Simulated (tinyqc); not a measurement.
Configuration-coordinate model of carrier capture at a defect: sweeps and comparisons. A value that a table varies takes the place of the one given here.

Two parabolas of equal curvature k in one coordinate Q: with the carrier free at the band edge, U_f = k Q^2/2; with the carrier trapped, U_t = k (Q - dQ)^2/2 - ET. ER = k dQ^2/2, Huang-Rhys factor S = ER/hw, hw = 0.0646541 sqrt(k/M) eV for k in eV/angstrom^2 and M in u. The curves cross at a height Eb = (ER - ET)^2/(4 ER) above the free minimum.

Multiphonon factor for giving p = ET/hw phonons to the lattice: W = exp(-S (2 nb + 1)) ((nb + 1)/nb)^(p/2) I_p(x), nb = 1/(exp(hw/kT) - 1), x = 2 S sqrt(nb (nb + 1)), I_p the modified Bessel function. Classical limit: W = hw exp(-Eb/kT)/sqrt(4 pi ER kT). At T = 0: exp(-S) S^p/Gamma(p + 1).

Constants: kB = 8.617333262e-05 eV/K.

Inputs chosen for the exercise (of the size met at a vacancy centre in SiC; shifted at random, so the results belong to these values and not to a real crystal):
- ET = 0.91 eV (thermal depth of the level below the band edge)
- ER = 0.21 eV (relaxation energy)
- hw = 0.047 eV (phonon energy of the mode)
- T = 300 K (temperature)

## Capture against temperature

The local activation energy is -d ln W/d(1/kT), by central differences with T changed by 1 %.

Against T:

| T (K) | kT/hw | log10 W | log10 W, classical | activation energy (eV) |
|---|---|---|---|---|
| 40 | 0.073 | -6.906 | -73.804 | 0.0000 |
| 60 | 0.110 | -6.906 | -49.393 | 0.0001 |
| 80 | 0.147 | -6.901 | -37.206 | 0.0006 |
| 120 | 0.220 | -6.853 | -25.045 | 0.0057 |
| 160 | 0.293 | -6.741 | -18.983 | 0.0180 |
| 220 | 0.403 | -6.483 | -14.041 | 0.0467 |
| 300 | 0.550 | -6.071 | -10.544 | 0.0938 |
| 400 | 0.733 | -5.561 | -8.157 | 0.1539 |
| 550 | 1.008 | -4.906 | -6.222 | 0.2333 |

log10 W at T = 0 = -6.906
Eb = 0.5833 eV

At 40 K log10 W is -6.91, against -6.91 at T = 0 and -73.8 classically; at 550 K the two forms differ by +1.32. The activation energy read from an Arrhenius plot goes from 0.000 eV at 40 K to 0.233 at 550 K, with its largest value 0.233 at 550 K, against Eb = 0.583 eV; the classical form itself gives Eb - kT/2. A measured slope therefore understates the barrier.

## Capture against depth of the level

ET is varied at fixed ER, hw and T, as by moving the band edge with alloying or pressure.

Against ET:

| ET/ER | ET (eV) | Eb (eV) | log10 W | log10 W, classical |
|---|---|---|---|---|
| 0.10 | 0.021 | 0.0425 | -1.362 | -1.459 |
| 0.25 | 0.052 | 0.0295 | -1.159 | -1.241 |
| 0.50 | 0.105 | 0.0131 | -0.926 | -0.965 |
| 0.75 | 0.158 | 0.0033 | -0.810 | -0.800 |
| 1.00 | 0.210 | 0.0000 | -0.795 | -0.745 |
| 1.25 | 0.263 | 0.0033 | -0.866 | -0.800 |
| 1.50 | 0.315 | 0.0131 | -1.012 | -0.965 |
| 2.00 | 0.420 | 0.0525 | -1.495 | -1.627 |
| 3.00 | 0.630 | 0.2100 | -3.063 | -4.273 |

Capture is fastest at ET/ER = 1 among these rows, where the barrier vanishes or nearly so. The classical form is symmetric about ET = ER; the quantum one gives -0.93 at 0.5 and -1.01 at 1.5, against -0.97 for both. At ET = 3 ER it lies 1.2 decades above the classical value: deep levels capture by emitting many phonons, and the rate falls with depth by 7.5 decades per eV between the last two rows. Rows deeper than the gap of the host are formal.

## Phonon side bands at T = 0

Weights exp(-S) S^j/j! of the line with j phonons, S = ER/hw; absorption at ET + j hw, emission at ET - j hw (a dash if negative).

Lines:

| j | weight | absorption (eV) | emission (eV) |
|---|---|---|---|
| 0 | 0.01147 | 0.910 | 0.910 |
| 1 | 0.05125 | 0.957 | 0.863 |
| 2 | 0.11448 | 1.004 | 0.816 |
| 3 | 0.17051 | 1.051 | 0.769 |
| 4 | 0.19046 | 1.098 | 0.722 |
| 5 | 0.17020 | 1.145 | 0.675 |
| 6 | 0.12675 | 1.192 | 0.628 |
| 7 | 0.08090 | 1.239 | 0.581 |
| 8 | 0.04518 | 1.286 | 0.534 |
| 9 | 0.02243 | 1.333 | 0.487 |
| 10 | 0.01002 | 1.380 | 0.440 |
| 11 | 0.00407 | 1.427 | 0.393 |
| 12 | 0.00152 | 1.474 | 0.346 |
| 13 | 0.00052 | 1.521 | 0.299 |

The zero-phonon line holds 1.15 % of the band and the largest weight falls on j = 4, next to S = 4.47; the lines listed add to 0.9998.

## What each parameter does

Eb, log10 W and the full width 2.35482 sqrt(ER hw coth(hw/2kT)). Each row changes one parameter from the base and keeps the others.

Results:

| case | Eb (eV) | log10 W | full width (eV) |
|---|---|---|---|
| base | 0.5833 | -6.071 | 0.2756 |
| ET = 0.95 eV | 0.6519 | -6.568 | 0.2756 |
| ER = 0.26 eV | 0.4062 | -4.864 | 0.3066 |
| hw = 0.0564 eV | 0.5833 | -5.412 | 0.2870 |
| T = 330 K | 0.5833 | -5.914 | 0.2840 |

The largest shifts from the base row, up to three for each result and ties (the steps differ in size, so this ranks the rows, not the parameters). Eb (eV): ER -0.1771, ET +0.0686; unchanged at the printed digits by hw and T. log10 W: ER +1.207, hw +0.659, ET -0.498. full width (eV): ER +0.0311, hw +0.0114, T +0.0084; unchanged at the printed digits by ET.

tinyqc: `OMP_NUM_THREADS=1 python tinyqc.py 1481266 1481267 out.jsonl`; about 0.01 s, one thread, shared Intel(R) Xeon(R) Processor @ 2.30GHz.
